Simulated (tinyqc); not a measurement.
Strain-driven roughening and islands of a mismatched epitaxial film: one step, computed by the program tinyqc.

Film and substrate share isotropic elastic constants; the film is coherent and biaxially strained.

Task: Asaro-Tiller-Grinfeld instability. A ripple A cos(k x) has the surface chemical potential per volume [gamma k^2 - 2 (1 + nu) w k] A cos(k x), so k_c = 2 (1 + nu) w/gamma. With surface diffusion the amplitude grows at the rate q = B k^2 [2 (1 + nu) w k - gamma k^2], fastest at k_m = (3/4) k_c. B is the surface mobility.

Inputs (values chosen for the exercise, modelled on Si(0.5)Ge(0.5) on Si): Poisson ratio nu = 0.25; surface energy gamma = 1.17 J/m^2; surface mobility D_s nu_s Omega^2/(k_B T) = 4.7e-34 m^6/(J s).

Transport: surface diffusion.

energy density w = 87.8688 MJ/m^3

Give: k_c; critical wavelength; fastest wavelength; growth time 1/q at k_m.

Result:

k_c = 0.18775 1/nm

critical wavelength = 33.465 nm

fastest wavelength = 44.620 nm

growth time 1/q at k_m = 13.875 s
